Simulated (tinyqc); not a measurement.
Plain band against climbing image: nudged elastic band on a two-dimensional model surface. Computed by tinyqc, a small Python program. Command: `OMP_NUM_THREADS=1 python tinyqc.py 3019818 3019819 out.jsonl neb walk`. One thread of a shared host (Intel(R) Xeon(R) Processor @ 2.30GHz), about 0.1 s of CPU time with the checks.

V(x, y) = -A (cos kx + cos ky) - B cos kx cos ky + (C sin ky + S sin kx)(1 - cos kx), k = 2 pi/a; the atom hops from the minimum at (0, 0) to that at (a, 0).

Inputs (values chosen for the exercise, for a model surface): amplitude A = 0.33 eV; amplitude B = -0.065 eV; skew C = 0.15 eV; asymmetry S = 0.027 eV; period a = 3.7 angstrom; spring constant k_s = 0.45 eV/angstrom^2; step factor eta = 0.4 angstrom^2/eV.

Surface: adatom on a square lattice. Climbing image: off.

Method:
- Newton steps x(new) = x - H^-1 grad V (moves limited to 0.3 angstrom) from (0, 0), (a, 0) and (a/2, 0) give the two minima and the saddle.
- Tangent at image i: towards the higher neighbour if the energies rise or fall through i; at a maximum or minimum, tau = t+ dmax + t- dmin if V(i+1) > V(i-1), else t+ dmin + t- dmax, with t+ = R(i+1) - R(i), t- = R(i) - R(i-1) and dmax, dmin the larger and smaller of |V(i+1) - V(i)| and |V(i-1) - V(i)|; then normalise. Force F = -grad V + (grad V.tau) tau + k_s (|t+| - |t-|) tau.
- With a climbing image, the highest image feels instead F = -grad V + 2 (grad V.tau) tau and no spring.
- Update R(new) = R + eta F; the end points stay fixed.
- Images are counted without the end points, and convergence is judged on the largest force on an image. Each run starts on the straight line with the same k_s and eta, for at most 1500 iterations; errors are against the Newton saddle; a dash marks a run that did not reach 1e-4 eV/angstrom.

positions (angstrom), rows start, end, saddle, columns x, y:
$$\begin{pmatrix}
0.00000 & 0.00000 \\
3.70000 & 0.00000 \\
1.69362 & -0.37913
\end{pmatrix}$$

energies (eV): start -0.595000, end -0.595000, saddle -0.158666

barrier from the start = 0.436334 eV

Error of the highest image (meV) and iterations:
```
images  plain, error  plain, iterations  climbing, error  climbing, iterations
2            -72.440                 15                0                    30
3             -7.274                 14                0                    27
4            -16.285                 14                0                    38
5             -7.251                 20                0                    37
6             -4.330                 26                0                    51
8             -0.999                 40                0                    57
10            -0.099                 55                0                    54
```

What follows from these numbers?

The plain band underestimates the barrier by 0.10 to 72.44 meV, depending on how near an image falls to the saddle (worst for 2 images, best for 10). The climbing image is within about 0.001 meV in every converged run, so few images suffice for the barrier.

Extremes, crossings and ranges named in words are read from the listed rows.
